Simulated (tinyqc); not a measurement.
Swing of the coupled dose with resist thickness: standing waves and exposure in a photoresist film.

Normal incidence from air. Unexposed resist: N1 = n1 + i k1 with k1 = (A + B) lam/(4 pi), lam in micrometres. r01 = (1 - N1)/(1 + N1), t01 = 2/(1 + N1). Below the resist lie the layer Na = na + i ka and the substrate Ns = ns + i ks: r12 = (r1a + ras x)/(1 + r1a ras x), x = exp(4 pi i Na da/lam), r1a = (N1 - Na)/(N1 + Na), ras = (Na - Ns)/(Na + Ns). With p = exp(2 pi i N1 d/lam), the field at depth z is E(z) = t01 [exp(2 pi i N1 z/lam) + r12 p^2 exp(-2 pi i N1 z/lam)]/(1 + r01 r12 p^2), the relative intensity I(z) = n1 |E(z)|^2 and the reflectance R = |(r01 + r12 p^2)/(1 + r01 r12 p^2)|^2.

Inputs chosen for the exercise (a resist on Al, indices near tabulated ones; shifted at random, so the results belong to these values and not to a real crystal):
- lam = 193 nm (vacuum wavelength)
- n1 = 1.71 (resist index)
- A = 0.11 1/micrometre (bleachable absorption (Dill A))
- B = 0.48 1/micrometre (fixed absorption (Dill B))
- d = 134 nm (resist thickness)
- ns = 0.109 (substrate n)
- ks = 2.196 (substrate k)
- na = 1.769 (n of the bottom antireflection layer)
- ka = 0.301 (its k)
- da = 63 nm (its thickness)

The mean of I is taken over 800 depths; the relative dose to clear is taken as 1/(mean of I over the lowest period, 60 depths), scaled to 1 in the first row.

Swing:
```
d (nm)       R  mean I  relative dose
134.0   0.1051  1.0615          1.000
143.4   0.2151  0.9172          1.147
152.8   0.2415  0.8580          1.191
162.2   0.1709  0.9163          1.094
171.6   0.0472  1.0551          0.959
181.0   0.0044  1.1215          0.926
190.4   0.1010  1.0221          1.034
199.8   0.2085  0.8905          1.181
209.2   0.2347  0.8412          1.226
218.6   0.1660  0.9009          1.130
228.1   0.0448  1.0322          0.994
237.5   0.0046  1.0880          0.962
246.9   0.0986  0.9912          1.071
```

How do the results move, and what explains it?

The period is 56.4 nm, six rows. The relative dose swings between 0.926 and 1.226, a ratio (max - min)/mean of 0.280, against the estimate 4 sqrt(|r01|^2 |r12|^2) exp(-(A + B) d) = 0.282 for the oscillating part alone; the ratio from the table also holds the slow rise from absorption, 7.1 % over two periods, so the two are not strictly comparable. The dose is least sensitive to thickness at an extremum; the lowest dose listed is at 181.0 nm.

Program tinyqc; command `OMP_NUM_THREADS=1 python tinyqc.py 1682794 1682795 out.jsonl`; about 0.01 s on one thread of a shared Intel(R) Xeon(R) Processor @ 2.30GHz.
